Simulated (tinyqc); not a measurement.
Density and mobility of a removed layer (differential Hall).

Question. For layers in parallel the sheet conductance g = 1/Rs and the product g mu_H (mu_H signed, unit Hall factors) are additive. Find the sheet density and mobility of the layer that was removed, and its share of the conductance.

Constants: q = 1.602176634e-19 C. Results are converted to the units shown.

Rs before and after removing the top layer (ohm/square): [238.75408, 3012.3113]
apparent mobility before and after, signed (cm^2/(V s)): [786.40731, 280]

Solution. The differences give g1 = q n mu and g1 mu = q n mu^2; their ratio is mu and g1^2/(q g1 mu) is n.

sheet density = 2.900e13 cm^-2
mobility = 830.0 cm^2/(V s)
share of the conductance = 92.07 %

Numbers from tinyqc (`OMP_NUM_THREADS=1 python tinyqc.py 2850124 2850125 out.jsonl`; about 0.01 s on one thread of a shared Intel Xeon 2.30GHz).
